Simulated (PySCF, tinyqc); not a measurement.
Inside a calculation. Method: RHF in the sto-3g basis, for H6, spin multiplicity 1. This run ends on a higher stationary point, not on the lowest solution. The lowest restricted solution is unstable here: a spin-polarised one lies 0.1655 hartree lower (PySCF). One step of it, computed by the program tinyqc.

Question. Iteration 3: DIIS coefficients. Solve [B -1; -1 0][c; lambda] = [0; -1] for the coefficients, which sum to one.

B (overlaps of the stored error matrices):
```
[[3.7185227e-02, 4.4056490e-02, 4.4113452e-02],
 [4.4056490e-02, 1.3712382e+00, 1.3881379e+00],
 [4.4113452e-02, 1.3881379e+00, 1.4052777e+00]]
```

Give: DIIS coefficients.

Answer.

DIIS coefficients: [1.021, -1.233, 1.212]
